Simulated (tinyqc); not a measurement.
Inside a calculation. Method: lattice vibrations of a chain. Computed by tinyqc, a small Python program that keeps every step. Command: `OMP_NUM_THREADS=1 python tinyqc.py 23304 23305 out.jsonl` (the two numbers bound the seeds that draw the settings). One thread of a shared host (Intel(R) Xeon(R) Processor @ 2.60GHz), about 0.01 s of CPU time with the checks.

## Dynamical matrix at q = 0.21

A chain moving along its axis:
```
atom                 mass (u)  spring to the next atom (eV/angstrom^2)
1                   78.000000                                22.200000
2                  108.500000                                25.000000
3                   87.100000                                26.100000
second neighbours           -                                 0.600000
```

q is in units of 2 pi/a. A spring k from atom i to atom j, n cells on, adds k to Phi_ii and Phi_jj, -k exp(2 pi i q n) to Phi_ij and the conjugate to Phi_ji (for one atom a cell: 2k (1 - cos 2 pi q n)); D_ij = Phi_ij / sqrt(m_i m_j).

D(q) (eV/(angstrom^2 u)):
```
                     1                    2                    3
1             0.634615  -0.242941+0.006317i  -0.086028+0.306705i
2  -0.242941-0.006317i             0.446083  -0.258702+0.005978i
3  -0.086028-0.306705i  -0.258702-0.005978i             0.600459
```

## Frequencies

omega^2 are the eigenvalues; wavenumber = 521.4708 sqrt(eigenvalue) 1/cm.

eigenvalues: 0.055441  0.597556  1.028161

wavenumbers (1/cm): 122.8  403.1  528.8

weights |e|^2 of the mass-weighted modes:
```
          mode 1    mode 2    mode 3
atom 1  0.276763  0.288739  0.434498
atom 2  0.406185  0.434212  0.159603
atom 3  0.317052  0.277049  0.405899
```

## Dispersion and heat capacity

C/k_B per atom = mean over q = (j + 1/2)/80, j = 0..39 and all branches of y^2 e^y/(e^y - 1)^2, y = hc wavenumber / k_B T.

Wavenumbers (1/cm):
```
q           branch 1    branch 2    branch 3
0.000000    0.000000  448.352906  506.102681
0.062500   36.913410  442.886680  509.557692
0.125000   73.611398  429.145056  517.277619
0.187500  109.877388  410.598929  525.828614
0.250000  145.489585  388.924182  533.601924
0.312500  180.206057  364.877737  539.953949
0.375000  213.702334  338.958753  544.608601
0.437500  245.168488  312.030964  547.438894
0.500000  266.095199  292.616488  548.387808
```

Heat capacity:
```
T (K)  C/k_B per atom
20           0.051742
50           0.131906
100          0.285371
200          0.595258
300          0.769993
600          0.931509
1200         0.982040
```

zero-point energy per atom = 21.812377 meV
